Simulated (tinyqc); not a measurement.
Inside a calculation. Method: lattice vibrations of a chain. One step of it, computed by the program tinyqc.

Task: Dynamical matrix at q = 0.36. q is in units of 2 pi/a. A spring k from atom i to atom j, n cells on, adds k to Phi_ii and Phi_jj, -k exp(2 pi i q n) to Phi_ij and the conjugate to Phi_ji (for one atom a cell: 2k (1 - cos 2 pi q n)); D_ij = Phi_ij / sqrt(m_i m_j).

A chain moving along its axis:
```
atom    mass (u)  spring to the next atom (eV/angstrom^2)
1     101.100000                                12.400000
2      55.900000                                19.100000
```

Give: D(q).

Result:

D(q) (eV/(angstrom^2 u)):
```
               1              2
1          0.312  -0.003+0.196i
2  -0.003-0.196i          0.564
```
